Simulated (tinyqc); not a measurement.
## Dopant mobility from one pulse

Inverse problem. With linear drift and no window, R = Ron x + Roff (1 - x), dx/dt = k i, k = mv Ron/D^2, and so R^2 = R0^2 - 2 k (Roff - Ron) phi after the flux phi. Find x0, k, mv and the charge passed.

Inputs (values chosen for the exercise): resistance of the fully doped film Ron = 200 ohm; resistance of the undoped film Roff = 40000 ohm; film thickness D = 8 nm.

R before and after a pulse of flux 0.13 V s (ohm): 34030  19543.308

Answer. R^2 is linear in the flux and R is linear in the charge.

x0 = 0.1500
k = 7.500e4 1/C
mv = 2.400e-14 m^2/(V s)
charge = 4.853 uC

tinyqc, about 0.3 s, one thread, Intel Xeon 2.30GHz (shared host): `OMP_NUM_THREADS=1 python tinyqc.py 2880136 2880137 out.jsonl`
